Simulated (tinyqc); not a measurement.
From results back to parameters: deformation-potential model of the X valleys of a conduction band. Two cases, with inputs chosen for the exercise.

Problem. A uniaxial tension X1 along [100] acts on valleys along x, y, z, with shifts dE = Xd tr(e) + Xu a.e.a and Boltzmann shares. The ratio of the share of the y valleys to that of the x valleys is given.

s11 = (C11 + C12)/((C11 - C12)(C11 + 2 C12)), s12 = -C12/((C11 - C12)(C11 + 2 C12)), s44 = 1/C44; exx = s11 sxx + s12 (syy + szz) and cyclic, exy = s44 sxy/2; tension is positive. A uniaxial stress X along the unit vector n is s_ij = X n_i n_j.

Constants: kB = 8.617333262e-05 eV/K.

Find: splitting dE_x - dE_y; Xu.

Method. The splitting is kT ln(n_y/n_x), and it equals Xu (exx - eyy) = Xu (s11 - s12) X1; Xd drops out.

Case 1.

Values chosen (near those of AlAs; the results hold for these values, not for the real material): C11 = 121.9 GPa; C12 = 53.5 GPa; C44 = 55 GPa; X1 = 0.3 GPa (size of the stress); T = 150 K (temperature).

n_y/n_x = 6.964826

Solution.

splitting dE_x - dE_y = 25.09 meV
Xu = 5.72 eV

Case 2.

Values chosen (near those of AlAs; the results hold for these values, not for the real material): C11 = 128.3 GPa; C12 = 52.1 GPa; C44 = 52.6 GPa; X1 = 1.3 GPa (size of the stress); T = 400 K (temperature).

n_y/n_x = 18.54436

Solution.

splitting dE_x - dE_y = 100.66 meV
Xu = 5.90 eV

Computed by tinyqc, one run a case: `OMP_NUM_THREADS=1 python tinyqc.py N N+1 out.jsonl` with N = 1081026, 1081034; one thread of a shared Intel(R) Xeon(R) Processor @ 2.30GHz, about 0.03 s a run at most.
